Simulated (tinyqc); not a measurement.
Bond unit of a tetrahedral oxide and its oxygen vacancy in tight binding: one step. Levels, weights and charge. Three cases, with inputs chosen for the exercise.

Problem. Diagonalise; the four lowest levels are filled. The excess of electrons on oxygen is twice the oxygen weight of the filled levels less 6.

Case 1.

H (eV), rows h1, h2, s, px, py, pz and columns alike:
```
[[-9.330000, 0, -5.624951, 7.739517, 0, 1.225819],
 [0, -9.330000, -5.624951, -7.739517, 0, 1.225819],
 [-5.624951, -5.624951, -33.430000, 0, 0, 0],
 [7.739517, -7.739517, 0, -16.710000, 0, 0],
 [0, 0, 0, 0, -16.710000, 0],
 [1.225819, 1.225819, 0, 0, 0, -16.710000]]
```

Case 2.

H (eV), rows h1, h2, s, px, py, pz and columns alike:
```
[[-9.297500, 0, -5.555292, 7.149860, 0, 2.961569],
 [0, -9.297500, -5.555292, -7.149860, 0, 2.961569],
 [-5.555292, -5.555292, -33.630000, 0, 0, 0],
 [7.149860, -7.149860, 0, -16.680000, 0, 0],
 [0, 0, 0, 0, -16.680000, 0],
 [2.961569, 2.961569, 0, 0, 0, -16.680000]]
```

Case 3.

H (eV), rows h1, h2, s, px, py, pz and columns alike:
```
[[-9.337500, 0, -4.702000, 6.135436, 0, 2.293946],
 [0, -9.337500, -4.702000, -6.135436, 0, 2.293946],
 [-4.702000, -4.702000, -33.930000, 0, 0, 0],
 [6.135436, -6.135436, 0, -16.560000, 0, 0],
 [0, 0, 0, 0, -16.560000, 0],
 [2.293946, 2.293946, 0, 0, 0, -16.560000]]
```

Give: levels; weights; highest filled to lowest empty; excess electrons on oxygen.

Solution.

Case 1.

levels (eV): [-35.8320, -24.5706, -16.9716, -16.7100, -6.6664, -1.4694]

weights, rows h1, h2, s, px, py, pz; columns level 1, level 2, level 3, level 4, level 5, level 6:
```
[[0.042, 0.170, 0.011, 0.000, 0.447, 0.330],
 [0.042, 0.170, 0.011, 0.000, 0.447, 0.330],
 [0.916, 0.000, 0.005, 0.000, 0.079, 0.000],
 [0.000, 0.660, 0.000, 0.000, 0.000, 0.340],
 [0.000, 0.000, 0.000, 1.000, 0.000, 0.000],
 [0.001, 0.000, 0.973, 0.000, 0.027, 0.000]]
```

highest filled to lowest empty = 10.0436 eV
excess electrons on oxygen = 1.108

The highest filled level is the py orbital of oxygen (100 %) and the lowest empty one is 89 % cation hybrid, even under exchange of the two cations. The spacing is that of an isolated unit and exceeds the gap of the solid.

Case 2.

levels (eV): [-36.0208, -23.7529, -18.0585, -16.6800, -5.5281, -2.2246]

weights, rows h1, h2, s, px, py, pz; columns level 1, level 2, level 3, level 4, level 5, level 6:
```
[[0.042, 0.164, 0.048, 0.000, 0.410, 0.336],
 [0.042, 0.164, 0.048, 0.000, 0.410, 0.336],
 [0.912, 0.000, 0.024, 0.000, 0.064, 0.000],
 [0.000, 0.671, 0.000, 0.000, 0.000, 0.329],
 [0.000, 0.000, 0.000, 1.000, 0.000, 0.000],
 [0.004, 0.000, 0.880, 0.000, 0.116, 0.000]]
```

highest filled to lowest empty = 11.1519 eV
excess electrons on oxygen = 0.983

The highest filled level is the py orbital of oxygen (100 %) and the lowest empty one is 82 % cation hybrid, even under exchange of the two cations. The spacing is that of an isolated unit and exceeds the gap of the solid.

Case 3.

levels (eV): [-35.6467, -22.3471, -17.5269, -16.5600, -6.6540, -3.5504]

weights, rows h1, h2, s, px, py, pz; columns level 1, level 2, level 3, level 4, level 5, level 6:
```
[[0.031, 0.154, 0.040, 0.000, 0.429, 0.346],
 [0.031, 0.154, 0.040, 0.000, 0.429, 0.346],
 [0.936, 0.000, 0.013, 0.000, 0.051, 0.000],
 [0.000, 0.692, 0.000, 0.000, 0.000, 0.308],
 [0.000, 0.000, 0.000, 1.000, 0.000, 0.000],
 [0.002, 0.000, 0.906, 0.000, 0.092, 0.000]]
```

highest filled to lowest empty = 9.9060 eV
excess electrons on oxygen = 1.099

The highest filled level is the py orbital of oxygen (100 %) and the lowest empty one is 86 % cation hybrid, even under exchange of the two cations. The spacing is that of an isolated unit and exceeds the gap of the solid.

Computed by tinyqc, one run a case: `OMP_NUM_THREADS=1 python tinyqc.py N N+1 out.jsonl` with N = 1450055, 1450196, 1450431; one thread of a shared Intel(R) Xeon(R) Processor @ 2.30GHz, about 0.01 s a run at most.
